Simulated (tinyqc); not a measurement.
Deep level with several charge states, and Shockley-Read-Hall recombination, step by step. Values are carried at full precision from step to step, so a last printed digit may differ when a step is redone from the rounded ones.

Energies from Ev. The defect has charge states +1, 0, -1 with weights 1, gm exp((EF - E1)/kT), exp((2 EF - E1 - E2)/kT); the shares are the weights over their sum. Boltzmann carriers: n = Nc exp((EF - Eg)/kT), p = Nv exp(-EF/kT). Neutrality: p - n + Nd + Nt <q> = 0.

Constants: kB = 8.617333262e-05 eV/K.

Values chosen for the exercise (gap and densities of states near those of Ge at this temperature; not measured data): Eg = 0.607 eV (gap); Nc = 1.92e+19 1/cm^3 (conduction-band density of states); Nv = 9.35e+18 1/cm^3 (valence-band density of states); T = 450 K; E1 = 0.325 eV (level (+1/0) above Ev); E2 = 0.229 eV (level (0/-1) above Ev); gm = 2 (degeneracy of the middle state, the others 1); Nt = 4.3e+13 1/cm^3 (defects); Nd = -3.6e+13 1/cm^3 (ionised shallow donors minus acceptors); E_try = 0.491 eV (trial Fermi level); Et = 0.229 eV (recombination level above Ev); sn = 9.6e-15 cm^2 (electron capture cross-section); sp_ = 1.2e-15 cm^2 (hole capture cross-section); vth = 13000000 cm/s (thermal velocity, both carriers); Nm = 4.3e+14 1/cm^3 (equilibrium holes for the lifetime steps); dn = 1.5e+14 1/cm^3 (excess pairs).

## Charge states at a trial Fermi level

Form the exponents, the shares, the mean charge and the residual of neutrality at EF = E_try.

exponents of the second and third weights: [4.281, 11.037]

shares: +1 0.0000, 0 0.0023, -1 0.9977

<q> = -0.9976

n, p (1/cm^3): [9.64e+17, 2.96e+13]

residual = -9.64e+17 1/cm^3

The residual is negative, so EF must fall.

## The neutral state

Solve for EF.

EF = 0.2894 eV

shares at EF: +1 0.271, 0 0.216, -1 0.513

n = 5.32e+15 1/cm^3
p = 5.37e+15 1/cm^3

Without the defects the majority density would be 5.36e+15 1/cm^3; with them the density of these carriers is 5.37e+15, nearly the same. Most defects are in the state -1. The level order is inverted (negative U), so the middle state is never the most common.

## Recombination through one level

One level at Et with degeneracy 1: tn = 1/(sn vth Nt), tp = 1/(sp_ vth Nt), n1 = Nc exp((Et - Eg)/kT), p1 = Nv exp(-Et/kT), ni^2 = n1 p1. Equilibrium p0 = Nm, n0 = ni^2/Nm; n = n0 + dn, p = p0 + dn. U = (n p - ni^2)/(tp (n + n1) + tn (p + p1)), lifetime dn/U; emission rates en = sn vth n1, ep = sp_ vth p1.

Evaluate each quantity.

tn, tp (microsecond): [0.1863, 1.491]

n1, p1 (1/cm^3): [1.12e+15, 2.55e+16]

U = 9.50e+19 1/(cm^3 s)
lifetime = 1.58 microsecond

The lifetime is 8.471 times the minority capture time tn and 0.941 times tn + tp, the limit of high injection.

## Emission and generation in a depleted region

With n = p = 0 the level generates pairs at G = Nt en ep/(en + ep); generation lifetime tg = ni/G; current density e G W for a width W = 1 micrometre, e = 1.602176634e-19 C.

en, ep (1/s): [1.40e+08, 3.97e+08]

G = 4.45e+21 1/(cm^3 s)
tg = 1.20 microsecond
current density = 0.0713 A/cm^2

The two emission rates are comparable (en/ep = 0.352), which is near the largest generation.

## Checks

- U against hole capture minus emission at the steady occupation of the level (1/(cm^3 s)): both 9.502e+19.

Program tinyqc; command `OMP_NUM_THREADS=1 python tinyqc.py 1652283 1652284 out.jsonl`; about 0.01 s on one thread of a shared Intel(R) Xeon(R) Processor @ 2.30GHz.
